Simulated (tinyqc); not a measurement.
Grain growth, pinning, strength and diffusional creep of a polycrystal or thin film: one step, computed by the program tinyqc. Command: `OMP_NUM_THREADS=1 python tinyqc.py 3020745 3020746 out.jsonl grain walk`. One thread of a shared host (Intel(R) Xeon(R) Processor @ 2.30GHz), about 0.01 s of CPU time with the checks.

One mean grain size d describes the structure.

Problem. Yield stress. Hall-Petch term k_y/sqrt(d). Orowan term 3.06 x 0.4 G b ln(2 rbar/b)/(pi lambda sqrt(1 - nu)) with nu = 1/3, rbar = sqrt(2/3) r, lambda = rbar (sqrt(pi/f) - 2). The terms are added to sigma_0.

Inputs (values chosen for the exercise, for a model solid): shear modulus G = 39.6 GPa; Burgers vector b = 2.556 angstrom; anneal temperature T = 319 K; particle volume fraction f = 0.00013; particle radius r = 16 nm; friction stress sigma_0 = 29 MPa; Hall-Petch slope k_y = 0.11 MPa m^0.5.

Sample: bulk.

grain size d = 101.3122 nm

Give: Hall-Petch term; Orowan term; yield stress.

Solution.

Hall-Petch term = 345.6 MPa

Orowan term = 11.15 MPa

yield stress = 385.7 MPa
